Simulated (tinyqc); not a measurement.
What moves the exposure: standing waves and exposure in a photoresist film.

Normal incidence from air. Unexposed resist: N1 = n1 + i k1 with k1 = (A + B) lam/(4 pi), lam in micrometres. r01 = (1 - N1)/(1 + N1), t01 = 2/(1 + N1). Below the resist lie the layer Na = na + i ka and the substrate Ns = ns + i ks: r12 = (r1a + ras x)/(1 + r1a ras x), x = exp(4 pi i Na da/lam), r1a = (N1 - Na)/(N1 + Na), ras = (Na - Ns)/(Na + Ns). With p = exp(2 pi i N1 d/lam), the field at depth z is E(z) = t01 [exp(2 pi i N1 z/lam) + r12 p^2 exp(-2 pi i N1 z/lam)]/(1 + r01 r12 p^2), the relative intensity I(z) = n1 |E(z)|^2 and the reflectance R = |(r01 + r12 p^2)/(1 + r01 r12 p^2)|^2.

Values chosen for the exercise (a resist on Cu, indices near tabulated ones; shifted at random, so the results belong to these values and not to a real crystal):
- lam = 248 nm (vacuum wavelength)
- n1 = 1.795 (resist index)
- A = 0.08 1/micrometre (bleachable absorption (Dill A))
- B = 0.58 1/micrometre (fixed absorption (Dill B))
- d = 494 nm (resist thickness)
- ns = 1.498 (substrate n)
- ks = 1.793 (substrate k)
- na = 1.852 (n of the bottom antireflection layer)
- ka = 0.419 (its k)
- da = 43 nm (its thickness)

The mean of I is over 800 depths.

One parameter was then changed.

Results before and after:

| case | \|r12\|^2 | R | mean I | I at the bottom |
|---|---|---|---|---|
| base | 0.0106 | 0.1122 | 0.7657 | 0.5196 |
| changed | 0.0106 | 0.0804 | 0.7901 | 0.5348 |

Which of these changes was made? (a) da = 53 nm; (b) d = 504 nm; (c) n1 = 1.813; (d) B = 0.78 1/micrometre; (e) ks = 1.614; (f) ka = 0.545.

Answer: (b) d = 504 nm. Of the candidates, run in turn, only this one gives the changed row.

All candidates:

| case | \|r12\|^2 | R | mean I | I at the bottom |
|---|---|---|---|---|
| base | 0.0106 | 0.1122 | 0.7657 | 0.5196 |
| d = 504 nm | 0.0106 | 0.0804 | 0.7901 | 0.5348 |
| n1 = 1.813 | 0.0097 | 0.0998 | 0.7751 | 0.5325 |
| B = 0.78 1/micrometre | 0.0107 | 0.1093 | 0.7324 | 0.4719 |
| ks = 1.614 | 0.0106 | 0.1074 | 0.7701 | 0.5218 |
| da = 53 nm | 0.0301 | 0.0989 | 0.7974 | 0.4920 |
| ka = 0.545 | 0.0109 | 0.0889 | 0.7876 | 0.5533 |

Program tinyqc; command `OMP_NUM_THREADS=1 python tinyqc.py 1650069 1650070 out.jsonl`; about 0.01 s on one thread of a shared Intel(R) Xeon(R) Processor @ 2.30GHz.
